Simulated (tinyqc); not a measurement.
Polarisation charge from two barrier thicknesses.

Problem. Voff = phiB - dEc - q sigma d/(eps0 eb). Find sigma, phiB - dEc and the thickness at which Voff = 0.

Constants: q = 1.602176634e-19 C, eps0 = 8.8541878128e-14 F/cm where lengths are in cm. Results are converted to the units shown.

Voff at d = 16 and 26 nm (V): -5.8409778  -9.9464639
eb = 9.19

Answer. Voff is a straight line in d: its slope is -q sigma/(eps0 eb) and its intercept phiB - dEc.

sigma = 2.085e13 cm^-2
phiB - dEc = 0.7278 V
thickness for Voff = 0 = 1.773 nm

Program tinyqc, `OMP_NUM_THREADS=1 python tinyqc.py 2180082 2180083 out.jsonl`; Intel Xeon 2.30GHz, shared host, one thread, about 0.01 s.
